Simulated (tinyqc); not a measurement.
Kinetics of strain relaxation and threading dislocations in mismatched semiconductor layers: one step, computed by the program tinyqc. Command: `OMP_NUM_THREADS=1 python tinyqc.py 3009185 3009186 out.jsonl threading walk`. One thread of a shared host (Intel(R) Xeon(R) Processor @ 2.30GHz), about 0.01 s of CPU time with the checks.

60-degree dislocations on {111} planes of a (001) layer, isotropic elasticity. The Schmid factor is 1/sqrt(6), and a misfit segment relieves strain with b/2.

Question. Graded buffer. In steady grading, strain is fed at R_f R_g and relieved at (b/4) rho v. As a glide-limited estimate, the driving stress is taken as the mean stress of the strained top zone, whose depth z solves R_f z/2 = e_eq(z), with strain R_f z at the surface; tau_g = S R_f z/2 is its mean; then rho = 4 R_f R_g/(b m tau_g), m = v0 exp(-Q/(k_B T_g)), S = (1/sqrt 6) 2 G (1 + nu)/(1 - nu), e_eq(z) = b (1 - nu/4) [ln(z/b) + 1]/(4 pi (1 + nu) z).

Inputs (values chosen for the exercise, modelled on In(0.2)Ga(0.8)As on GaAs):

| quantity | value | unit |
|---|---|---|
| misfit f | 0.0149 | - |
| shear modulus G | 45.4 | GPa |
| Poisson ratio nu | 0.32 | - |
| Burgers vector b | 4.05 | angstrom |
| glide activation energy Q | 1.31 | eV |
| velocity prefactor v0 | 7700 | m/s per MPa |
| grading rate (misfit per thickness) R_f | 0.004 | 1/micrometre |
| growth temperature of the buffer T_g | 1042 | K |
| growth rate R_g | 5.1 | nm/s |

Constants: k_B = 8.617333262e-05 eV/K.

Give: depth z of the strained zone; stress tau_g; thread density of the buffer; buffer thickness f/R_f.

Answer.

depth z of the strained zone = 291.8 nm

stress tau_g = 41.99 MPa

thread density of the buffer = 135.1 1/cm^2

buffer thickness f/R_f = 3.725 micrometre

Raising T_g by 50 K would lower this density by a factor 2.0: fast glide lets few threads do the work. Caution: real buffers seldom go below 1e5 /cm^2, as pile-ups and nucleation take over; this value is a lower bound.
